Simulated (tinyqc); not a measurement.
# Resistance of a source-drain extension with a graded tip: effects of single changes

y runs along the channel, the gate covers y > 0. The doping is N0 for y < y0 and N0 10^(-(y - y0)/la) beyond, uniform over the depth xj. Sheet conductance s(y) = q mu(N) max(N - Nch, 0) xj + (for y > 0) ma Cox Vo, with mu(N) = u0 + (u1 - u0)/(1 + (N/Nr)^au) and Cox = eps0 eox/tox. Current is taken as one-dimensional; depletion of the tip, spreading and the contact are left out. The metallurgical junction lies at yj, where N = Nch.

Parameters, values chosen for the exercise; mobility law close to that of electrons in silicon: relative permittivity of the gate insulator (close to silicon dioxide) eox = 3.9; insulator thickness tox = 2 nm; active doping of the extension far from the gate N0 = 3e20 cm^-3; lateral abruptness la = 5.5 nm/decade; position under the gate where the fall begins (gate edge at 0) y0 = -0.8 nm; depth of the extension xj = 13 nm; channel doping Nch = 2.5e18 cm^-3; spacer length Ls = 13 nm; gate overdrive Vo = 0.87 V; mobility of the gate-induced layer ma = 250 cm^2/(V s); mobility at low doping u1 = 1414 cm^2/(V s); mobility at high doping u0 = 68.5 cm^2/(V s); reference doping Nr = 9.2e16 cm^-3; exponent au = 0.711; gate length Lg = 90 nm.

Constants: q = 1.602176634e-19 C, eps0 = 8.8541878128e-14 F/cm where lengths are in cm. Results are converted to the units shown.

Each table varies one quantity; the others keep the values above.

## Abruptness at a fixed junction position

R_spacer = integral of dy/s from -Ls to 0, R_ov from 0 to yj, R_channel = (Lg - 2 yj)/(ma Cox Vo), R_total = 2 R_spacer + 2 R_ov + R_channel. Electrical length L_eff = ma Cox dR_total/d(1/Vo); R_series = R_total - L_eff/(ma Cox Vo). y0 is moved with la so that yj stays at 10.635 nm.

The same in every row: yj (nm) = 10.64; R_channel (ohm um) = 183.0.

Abruptness at a fixed junction position:

| la (nm/decade) | R_spacer (ohm um) | R_ov (ohm um) | R_total (ohm um) | L_eff (nm) | R_series (ohm um) |
|---|---|---|---|---|---|
| 1 | 2.883 | 4.366 | 197.5 | 70.09 | 10.88 |
| 2.3 | 2.883 | 7.212 | 203.2 | 71.69 | 12.30 |
| 3.6 | 2.883 | 10.06 | 208.9 | 73.30 | 13.72 |
| 4.9 | 2.883 | 12.90 | 214.6 | 74.90 | 15.14 |
| 6.1 | 3.103 | 15.35 | 219.9 | 76.35 | 16.60 |
| 7.4 | 4.145 | 17.43 | 226.2 | 77.80 | 19.00 |
| 8.7 | 6.095 | 19.00 | 233.2 | 79.05 | 22.70 |
| 10 | 8.923 | 20.19 | 241.3 | 80.11 | 27.92 |

Read the table: what changes, and by how much?

As la goes from 1 to 10 nm/decade, R_total rises from 198 to 241 ohm um, R_spacer rises from 2.88 to 8.92 ohm um and R_ov rises from 4.37 to 20.2 ohm um. R_total changes on average by 4.86 ohm um for each nm/decade. L_eff exceeds the metallurgical length by 1.36 nm in the first row and 11.4 nm in the last, since the gate also controls the lightly doped tips.

## Effect of the active doping of the extension far from the gate

Same model as above.

Results:

| N0 (cm^-3) | yj (nm) | R_spacer (ohm um) | R_ov (ohm um) | R_channel (ohm um) | R_total (ohm um) | L_eff (nm) | R_series (ohm um) |
|---|---|---|---|---|---|---|---|
| 2e19 | 4.167 | 37.10 | 8.817 | 217.5 | 309.3 | 87.04 | 77.51 |
| 3.1e19 | 5.214 | 24.69 | 10.33 | 211.9 | 281.9 | 85.56 | 54.09 |
| 4.7e19 | 6.208 | 16.82 | 11.50 | 206.6 | 263.2 | 83.97 | 39.64 |
| 7.2e19 | 7.227 | 11.32 | 12.45 | 201.2 | 248.7 | 82.18 | 29.87 |
| 1.1e20 | 8.239 | 7.605 | 13.17 | 195.8 | 237.3 | 80.30 | 23.50 |
| 2.6e20 | 10.29 | 3.347 | 14.09 | 184.8 | 219.7 | 76.31 | 16.50 |
| 4e20 | 11.32 | 2.206 | 14.36 | 179.4 | 212.5 | 74.27 | 14.70 |

Estimate the missing row, N0 = 1.7e20 cm^-3.

Computed row:

| N0 (cm^-3) | yj (nm) | R_spacer (ohm um) | R_ov (ohm um) | R_channel (ohm um) | R_total (ohm um) | L_eff (nm) | R_series (ohm um) |
|---|---|---|---|---|---|---|---|
| 1.7e20 | 9.279 | 5.031 | 13.71 | 190.2 | 227.7 | 78.30 | 19.22 |

With this row back in the table: As N0 goes from 2e19 to 4e20, R_total falls from 309 to 212 ohm um, L_eff falls from 87.0 to 74.3 nm and R_series falls from 77.5 to 14.7 ohm um.

tinyqc, about 0.03 s, one thread, Intel Xeon 2.30GHz (shared host): `OMP_NUM_THREADS=1 python tinyqc.py 2282134 2282135 out.jsonl`
